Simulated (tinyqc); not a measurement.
Planar metal-insulator-metal capacitor: capacitance, non-linearity, leakage and relaxation: one step of the calculation.

A film between two metal electrodes, each interface adding a series capacitance ci. The small-signal permittivity is ek (1 + aq E^2); the field is found with the linear permittivity. Leakage J = J0 sinh(E/Ef). After a voltage step the film passes a relaxation current kr C V tt^(-nr), tt being the time in seconds.

Problem. Planar capacitance, field and non-linearity. Planar film: Cf = eps0 ek/t, 1/C = 1/Cf + 2/ci, EOT = 3.9 eps0/C, effective permittivity C t/eps0, E = (V/t) C/Cf; quadratic coefficient [C(V)/C - 1]/V^2 with Cf (1 + aq E^2) in C(V).

Parameters, values chosen for the exercise; permittivity of the order of that of hafnium oxide:
```
symbol    value       unit                                                             meaning
ek         19.3                                              relative permittivity of the film
t           8.3         nm                                                      film thickness
ci           78    uF/cm^2  capacitance of each electrode interface (dead layer and screening)
aq       0.0037  cm^2/MV^2                     quadratic field coefficient of the permittivity
V           0.6          V                                                                bias
J0      3.8e-11     A/cm^2                                                   leakage prefactor
Ef         0.27      MV/cm                             field for an e-fold rise of the leakage
```

Constants: eps0 = 8.8541878128e-14 F/cm where lengths are in cm. Results are converted to the units shown.

Give: Cf; C; EOT; effective permittivity; E; quadratic coefficient; J.

Solution.

Cf = 2.059 uF/cm^2
C = 1.956 uF/cm^2
EOT = 1.766 nm
effective permittivity = 18.33
E = 0.6866 MV/cm
quadratic coefficient = 4602 ppm/V^2
J = 2.402e-10 A/cm^2

The interfaces take 5.01 % of the voltage.

tinyqc, about 0.01 s, one thread, Intel Xeon 2.30GHz (shared host): `OMP_NUM_THREADS=1 python tinyqc.py 2102078 2102079 out.jsonl`
